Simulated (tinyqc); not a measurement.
From results back to parameters: linear model of a band gap against the share of exact exchange. Three cases, with inputs chosen for the exercise.

Problem. Gap and optical dielectric constant were computed at two shares alpha. They follow E = E0 + S alpha and eps = 1 + (e0 - 1)(EP/(EP + S alpha))^2.

Case 1.

Values chosen (out of a larger set: of the order of those of TiO2; not measured data): al12 = (0.15, 0.35) (two shares of exact exchange).

gaps (eV): 3.28100  5.06900

eps: 7.035549  5.733576

Case 2.

Values chosen (out of a larger set: of the order of those of Si; not measured data): al12 = (0.15, 0.4) (two shares of exact exchange).

gaps (eV): 1.28850  2.43600

eps: 11.681444  9.575658

Case 3.

Values chosen (out of a larger set: of the order of those of GaAs; not measured data): al12 = (0.25, 0.4) (two shares of exact exchange).

gaps (eV): 1.85000  2.63600

eps: 9.513233  8.483918

Find: S; E0; EP; e0.

Solution. The two gaps give S and E0. With q = sqrt((eps1 - 1)/(eps2 - 1)) = (EP + S alpha2)/(EP + S alpha1), EP = S (alpha2 - q alpha1)/(q - 1); e0 follows from either eps.

Case 1.

S = 8.94 eV
E0 = 1.94 eV
EP = 12.5 eV
e0 = 8.40

Case 2.

S = 4.59 eV
E0 = 0.60 eV
EP = 9.2 eV
e0 = 13.34

Case 3.

S = 5.24 eV
E0 = 0.54 eV
EP = 10.5 eV
e0 = 11.77

Computed by tinyqc, one run a case: `OMP_NUM_THREADS=1 python tinyqc.py N N+1 out.jsonl` with N = 1851296, 1880015, 1880016; one thread of a shared Intel(R) Xeon(R) Processor @ 2.30GHz, about 0.01 s a run at most.
